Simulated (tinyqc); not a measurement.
# CMOS inverter, nodal equation and switching: effects of single changes

An n-channel pull-down (bn, VTn) and a p-channel pull-up (bp, VTp) share the input Vin and the output node Vout, which carries the load C. Transistor (EKV form, voltages against the body): I = 2 n b Vt^2 [F(vp - Vs) - F(vp - Vd)] from drain to source, F(v) = ln^2(1 + exp(v/(2 Vt))), vp = (Vg - VT + sg |Vd - Vs|)/n. n-channel bodies are at 0; for the p-channel device all voltages are counted down from Vdd. b in uA/V^2 gives I in uA. Static: In = Ip. Transient: C dVout/dt = Ip - In. No velocity saturation, no gate capacitance beyond C.

Parameters, values chosen for the exercise: temperature T = 300 K; supply voltage Vdd = 0.5 V; slope factor n = 1.19; drain-induced barrier lowering sg = 0.098; n-channel threshold VTn = 0.3 V; p-channel threshold (magnitude) VTp = 0.35 V; gain factor of the pull-down transistor bn = 180 uA/V^2; gain factor of the pull-up transistor bp = 180 uA/V^2; load capacitance C = 4.5 fF.

Constants: q = 1.602176634e-19 C, kB = 1.380649e-23 J/K, Vt = kB T/q. Results are converted to the units shown.

Each table varies one quantity; the others keep the values above.

## Effect of the gain factor of the pull-up transistor

VM solves In = Ip with Vin = Vout; VIL and VIH are the inputs of gain -1, NML = VIL - Vout(VIH), NMH = Vout(VIL) - VIH. For a step input the delay to Vdd/2 is tHL = C times the integral of dV/(In - Ip) from Vdd/2 to Vdd at Vin = Vdd, and tLH likewise with Ip - In from 0 to Vdd/2 at Vin = 0.

Results:
```
bp (uA/V^2)  VM (V)  gain at VM  NML (V)  NMH (V)  tHL (ps)  tLH (ps)
36           0.2003      -10.16   0.1394   0.2484     263.3      2076
55           0.2074      -10.17   0.1473   0.2407     263.3      1359
85           0.2147      -10.18   0.1554   0.2329     263.3     879.3
130          0.2218      -10.18   0.1632   0.2251     263.3     574.9
310          0.2363      -10.19   0.1791   0.2092     263.3     241.1
470          0.2433      -10.19   0.1866   0.2015     263.3     159.0
720          0.2505      -10.19   0.1944   0.1936     263.3     103.8
```

Estimate the missing row, bp = 200 uA/V^2.

Computed row:
```
bp (uA/V^2)  VM (V)  gain at VM  NML (V)  NMH (V)  tHL (ps)  tLH (ps)
200          0.2290      -10.19   0.1711   0.2173     263.3     373.7
```

With this row back in the table: As bp goes from 36 to 720 uA/V^2, VM rises from 0.200 to 0.250 V, the size of the gain stays near 10.2, tHL stays near 263 ps and tLH falls from 2080 to 104 ps. The smaller margin is largest, 0.194 V, at bp = 720 uA/V^2 among the rows. A stronger pull-up raises VM and trades low-side against high-side margin.

## Effect of the supply voltage

Same model as above.

Effect of the supply voltage:
```
Vdd (V)   VM (V)  gain at VM  NML (V)  NMH (V)  tHL (ps)  tLH (ps)
0.2      0.07784      -7.379  0.03879  0.08879   3.191e4   1.443e5
0.3       0.1273      -9.649  0.08330   0.1333      3007      9832
0.4       0.1772      -10.11   0.1271   0.1771     641.6      1345
0.5       0.2272      -10.19   0.1692   0.2192     263.3     415.2
0.6       0.2772      -10.20   0.2084   0.2584     151.0     206.2
0.8       0.3772      -10.20   0.2743   0.3243     76.51     92.16
1         0.4772      -10.20   0.3260   0.3760     50.06     57.06
1.2       0.5772      -10.20   0.3714   0.4214     36.94     40.83
```

Read the table: what changes, and by how much?

As Vdd goes from 0.2 to 1.2 V, VM rises from 0.0778 to 0.577 V, the size of the gain rises from 7.38 to 10.2, tHL falls from 31900 to 36.9 ps and tLH falls from 1.44e5 to 40.8 ps. The smaller margin is largest, 0.371 V, at Vdd = 1.2 V among the rows. For Vdd = 1 to 1.2 V the overdrive passes 0.5 V, where velocity saturation, left out here, would lengthen the delays of short devices. For Vdd = 0.2 to 0.3 V the supply is below a threshold, where mismatch, left out here, dominates margins and delay.

## Effect of the slope factor

Same model as above.

Result of one run:
```
n    VM (V)  gain at VM  NML (V)  NMH (V)  tHL (ps)  tLH (ps)
1.1  0.2272      -10.19   0.1708   0.2208     244.4     387.1
```

What becomes of these results when the slope factor n is changed from 1.1 to 1.3, all else the same?

Result of the changed run:
```
n    VM (V)  gain at VM  NML (V)  NMH (V)  tHL (ps)  tLH (ps)
1.3  0.2272      -10.18   0.1674   0.2174     286.0     448.0
```

The whole series:
```
n    VM (V)  gain at VM  NML (V)  NMH (V)  tHL (ps)  tLH (ps)
1    0.2272      -10.19   0.1726   0.2226     223.0     354.7
1.1  0.2272      -10.19   0.1708   0.2208     244.4     387.1
1.2  0.2272      -10.18   0.1690   0.2190     265.4     418.3
1.3  0.2272      -10.18   0.1674   0.2174     286.0     448.0
1.4  0.2272      -10.18   0.1658   0.2158     306.0     476.2
1.5  0.2272      -10.18   0.1643   0.2143     325.4     502.8
1.6  0.2272      -10.18   0.1629   0.2129     344.2     527.8
```

As n goes from 1 to 1.6, VM stays near 0.227 V, the size of the gain stays near 10.2, tHL rises from 223 to 344 ps and tLH rises from 355 to 528 ps. The smaller margin is largest, 0.173 V, at n = 1 among the rows.

Numbers from tinyqc (`OMP_NUM_THREADS=1 python tinyqc.py 2340093 2340094 out.jsonl`; about 0.04 s on one thread of a shared Intel Xeon 2.30GHz).
